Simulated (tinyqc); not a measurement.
From results back to parameters: trap in a gate oxide as a short-range spherical well. Two cases, with inputs chosen for the exercise.

Problem. In the Lucovsky model sigma goes as (h nu - Et)^(3/2)/(h nu)^3. The ratio of the cross-sections at h1 and h2 was computed from a hidden Et.

Find: Et.

Method. y = [ratio (h1/h2)^3]^(2/3), and Et = (h1 - y h2)/(1 - y): the plot of (sigma (h nu)^3)^(2/3) against h nu is a line through Et.

Case 1.

Values chosen (out of a larger set: near those of SiO2 on Si; not measured data): h1 = 3.009 eV (first photon energy); h2 = 6.994 eV (second photon energy).

sigma(h1)/sigma(h2) = 0.230680

Solution.

Et = 2.711 eV

Case 2.

Values chosen (out of a larger set: near those of HfO2 on Si; not measured data): h1 = 2.135 eV (first photon energy); h2 = 2.695 eV (second photon energy).

sigma(h1)/sigma(h2) = 0.802347

Solution.

Et = 1.473 eV

Computed by tinyqc, one run a case: `OMP_NUM_THREADS=1 python tinyqc.py N N+1 out.jsonl` with N = 1282125, 1282249; one thread of a shared Intel(R) Xeon(R) Processor @ 2.30GHz, about 0.01 s a run at most.
